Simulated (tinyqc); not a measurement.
## Conductivities from two wire lengths

Question. A wire with uniform heating p0 per length and ends at the substrate temperature has theta(L/2) = (p0/g)[1 - 1/cosh(L/(2 LH))], LH = sqrt(kap A/g). Find LH, g and kap.

Parameters, values chosen for the exercise:
- A = 2800 nm^2 (cross-section)
- p0 = 0.084 uW/nm (peak heating per length)

theta at the middle for L = 490 and 980 nm (K): [45.332515, 94.725213]

Answer. With c = cosh(L1/(2 LH)) the longer wire has 2 c^2 - 1. The ratio of the two rises falls steadily from 4 to 1 as c grows, so it fixes c; g and kap follow.

LH = 245.6 nm
g = 0.6500 W/(m K)
kap = 14.00 W/(m K)

Computed by the program tinyqc: `OMP_NUM_THREADS=1 python tinyqc.py 2520055 2520056 out.jsonl`, one thread of a shared Intel Xeon 2.30GHz, about 0.01 s for the whole run.
